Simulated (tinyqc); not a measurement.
## Donor binding, ionisation and the Mott limit: ionisation against doping

Hydrogenic donor: Ry = (m0 q^3/(8 eps0^2 h^2)) me/eps_r^2 in eV, E0 = cc Ry, radius a = q/(8 pi eps0 eps_r E0), Mott density Nm = (0.26/a)^3. Below Nm the level sinks as Ed = E0 [1 - (N/Nm)^(1/3)]. Neutrality: Nc F12(eta) = N/(1 + 2 exp(eta + Ed/kB T)), F12(x) = (2/sqrt(pi)) int_0^infinity sqrt(u)/(1 + exp(u - x)) du.

The neutrality equation is solved with F12 in each row.

Inputs (values chosen for the exercise); band and dielectric values close to those of silicon:
```
symbol    value   unit                                                  meaning
T            77      K                                              temperature
eps_r      11.6                                           relative permittivity
me         0.26     m0  mass in the hydrogenic formula, set independently of Nc
Nc      3.68e18  cm^-3                conduction-band density of states at 77 K
cc          1.6          ratio of the true binding energy to the hydrogenic one
```

Constants: q = 1.602176634e-19 C, kB = 1.380649e-23 J/K, eps0 = 8.8541878128e-12 F/m, h = 6.62607015e-34 J s, m0 = 9.1093837015e-31 kg, Vt = kB T/q. Results are converted to the units shown.

Result of one run:
```
N (cm^-3)     N/Nm  Ed (meV)  ionised (%)  ionised with Ed = E0 (%)
1.2e17     0.02194     30.29        32.72                     15.14
```

What becomes of these results when the donor density N is changed from 1.2e17 to 4.2e18 cm^-3, all else the same?

Result of the changed run:
```
N (cm^-3)    N/Nm  Ed (meV)  ionised (%)  ionised with Ed = E0 (%)
4.2e18     0.7678     3.547        37.25                     2.728
```

The whole series:
```
N (cm^-3)      N/Nm  Ed (meV)  ionised (%)  ionised with Ed = E0 (%)
3.2e15     5.850e-4     38.54        70.88                     62.06
8e15       0.001462     37.29        58.68                     46.57
2e16       0.003656     35.58        47.55                     32.98
4.8e16     0.008774     33.39        39.03                     22.84
1.2e17      0.02194     30.29        32.72                     15.14
2.9e17      0.05301     26.26        29.18                     10.03
7.1e17       0.1298     20.77        28.24                     6.526
1.7e18       0.3108     13.57        30.44                     4.263
4.2e18       0.7678     3.547        37.25                     2.728
```

The ionised share goes from 70.9 through a minimum of 28.2 (at N = 7.1e17 cm^-3 among the rows listed) to 37.2 %, against 62.1 to 2.73 % for a fixed level: a higher density raises EF against the level, which fills more donors, while the sinking Ed works the other way.

Range of the model: A sharp level with degeneracy 2 overstates freeze-out near Nm, where the impurity band broadens and merges with the conduction band.

tinyqc, about 0.02 s, one thread, Intel Xeon 2.30GHz (shared host): `OMP_NUM_THREADS=1 python tinyqc.py 2330119 2330120 out.jsonl`
